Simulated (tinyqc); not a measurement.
# Probe couplings from its potential

Problem. One voltage probe p sits between leads L (mu = 1) and R (mu = 0) without magnetic field: mu_p = T_pL/(T_pL + T_pR), T_eff = T_RL + T_pL T_pR/(T_pL + T_pR). Find T_pL and T_pR.

T_RL = 0.22
mu_p = 0.36363636
T_eff = 0.32181818

Solution. T_eff - T_RL equals T_pL (1 - mu_p) and also T_pR mu_p.

T_pL = 0.1600
T_pR = 0.2800

Program tinyqc, `OMP_NUM_THREADS=1 python tinyqc.py 2700109 2700110 out.jsonl`; Intel Xeon 2.30GHz, shared host, one thread, about 0.01 s.
